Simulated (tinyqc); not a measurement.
Worked calculation: BCS gap equation with a constant attraction inside the Debye window. Computed by tinyqc, a small Python program that keeps every step. Command: `OMP_NUM_THREADS=1 python tinyqc.py 3008122 3008123 out.jsonl bcs walk`. One thread of a shared host (Intel(R) Xeon(R) Processor @ 2.30GHz), about 0.01 s of CPU time with the checks. Intermediate numbers are printed to about 6 digits and carried at full precision; extremes and crossings named in words are read from the listed rows.

Pairs attract with strength V for |xi| < k_B Theta; N(0) is the density of states for one spin. Energies are given as temperatures (E/k_B, in K) unless marked.

Inputs (values chosen for the exercise, modelled on indium): coupling N(0)V = 0.278; Debye temperature Theta = 109 K; temperature T = 1.06 K; Fermi velocity v_F = 1.5e+06 m/s; electron density n = 11.3 1e28/m^3; mean free path l = 180 nm; junction resistance R_n = 0.065 kilo-ohm.

Solver: secant.

Constants: k_B = 8.617333262e-05 eV/K; hbar = 1.054571817e-34 J s; k_B = 1.380649e-23 J/K; m_0 = 9.1093837015e-31 kg; eps_0 = 8.8541878128e-12 F/m; c = 299792458 m/s; e = 1.602176634e-19 C; h = 6.62607015e-34 J s.

## Gap at zero temperature

At T = 0 the gap equation 1/(N(0)V) = int_0^Theta d xi/sqrt(xi^2 + Delta^2) has the integral arcsinh(Theta/Delta), so Delta_0 = Theta/sinh(1/(N(0)V)); weak coupling gives 2 Theta exp(-1/(N(0)V)).

Delta_0 = 5.97823 K

weak-coupling Delta_0 = 5.97374 K

Delta_0 in meV = 0.515164 meV

## Critical temperature

Gap equation: 1/(N(0)V) = I(Delta, T) = int_0^Theta tanh(E/2T)/E d xi, E = sqrt(xi^2 + Delta^2); 64 Gauss-Legendre points in y with xi = max(Delta, T) sinh(y). T_c solves I(0, T_c) = 1/(N(0)V); the weak-coupling form is T_c = (2 e^C/pi) Theta exp(-1/(N(0)V)) with Euler's C = 0.5772157, and 2 Delta_0/T_c then tends to 2 pi e^-C = 3.528.

T_c = 3.38671 K

weak-coupling T_c = 3.38671 K

2 Delta_0/T_c = 3.53040

T_c/Theta = 0.0311; the ratio lies +0.08 % from 3.528, so the universal weak-coupling laws hold.

## One evaluation of the gap equation

Take Delta = Delta_0 as the trial; the fixed-point update is Delta(new) = N(0)V Delta I(Delta, T).

I(Delta_0, T) = 3.59346

updated Delta = 5.97213 K

## Gap at temperature T

Residual r = N(0)V I - 1, with Delta_0 = Theta/sinh(1/(N(0)V)). Secant steps in Delta^2, from Delta_0 and 0.9 Delta_0, with Delta^2 kept at or above 1e-6 K^2. Stop when |r| < 1e-9 or after 40 steps.

Iterations:
```
step  Delta (K)    residual r
1       5.95781  -9.06936e-05
2       5.95599  -8.05559e-06
3       5.95582   2.53608e-09
4       5.95582  -7.08322e-14
```

converged (1 yes, 0 no) = 1

Delta(T) = 5.95582 K

Converged in 4 steps: Delta(T)/Delta_0 = 0.9963 at T/T_c = 0.313.

## Lengths and fields

xi_0 = hbar v_F/(pi Delta_0); lambda_L = sqrt(m_0 eps_0 c^2/(n e^2)); N(0) = 3 n/(2 m_0 v_F^2) for one spin; condensation energy N(0) Delta_0^2/2 = B_c^2/(2 mu_0), mu_0 = 1/(eps_0 c^2); with scattering lambda = lambda_L sqrt(1 + xi_0/l) in the local limit (where xi_0 and l both exceed lambda, nonlocal response makes the true depth larger); Ginzburg-Landau kappa = 0.96 lambda_L/xi_0 + 0.72 lambda_L/l. Free-electron mass throughout; heavier carriers, as in niobium or vanadium, give a larger lambda_L and kappa and can make the metal type II.

coherence length xi_0 = 610.045 nm

London depth lambda_L = 15.8085 nm

critical field B_c(0) = 26.6078 mT

depth with scattering = 33.1192 nm

Ginzburg-Landau kappa = 0.0881110

Kappa lies below 1/sqrt(2): type I, and the sample is dirty, l well below xi_0.

## A tunnel junction of this metal

Ambegaokar-Baratoff: I_c R_n = (pi Delta/(2e)) tanh(Delta/2T); Josephson energy E_J = hbar I_c/(2e), given as E_J/h; inductance hbar/(2 e I_c); thermal quasiparticle fraction x = n_qp/(2 N(0) Delta) = sqrt(2 pi T/Delta) exp(-Delta/T), valid for T well below Delta.

I_c R_n = 800.353 microvolt

critical current I_c = 12313.1 nA

E_J/h = 6115.72 GHz

Josephson inductance = 0.0267281 nH

quasiparticle fraction x = 0.00383800

## Gap and superfluid density against temperature

Interpolation tanh(1.74 sqrt(T_c/T - 1)); near T_c, 1.74 sqrt(1 - T/T_c). Clean-limit superfluid fraction 1 - (1/2T) int_0^(40 T) cosh^-2(E/2T) d xi (64 points); two-fluid rule 1 - (T/T_c)^4.

Reduced quantities:
```
T/T_c  Delta/Delta_0  tanh form  square-root form  superfluid fraction  two-fluid rule
0.10        1.000000   0.999942           1.65071             1.000000        0.999900
0.20        0.999877   0.998104           1.55630             0.998860        0.998400
0.30        0.997133   0.990221           1.45579             0.981835        0.991900
0.40        0.985067   0.972207           1.34780             0.928139        0.974400
0.50        0.956955   0.940227           1.23037             0.834423        0.937500
0.60        0.907106   0.889746           1.10047             0.707197        0.870400
0.70        0.828921   0.814110           0.95304             0.554303        0.759900
0.80        0.711216   0.701374           0.77815             0.382326        0.590400
0.90        0.526506   0.522665           0.55024             0.196307        0.343900
0.95        0.380449   0.379250           0.38908             0.099246        0.185494
0.98        0.243673   0.243575           0.24607             0.039939        0.077632
```

The tanh form misses the gap by at most about 0.017 (at T/T_c = 0.6); the square-root form is within 3 % only from T/T_c = 0.95. The gap keeps 99 % of Delta_0 up to T/T_c = 0.3, since quasiparticles are exponentially few. The two-fluid rule exceeds the BCS superfluid fraction most, by 0.21, at T/T_c = 0.8.

Checks made by the program: weak-coupling T_c, allowing for terms of order exp(-Theta/T_c) (relative difference below 1e-10).
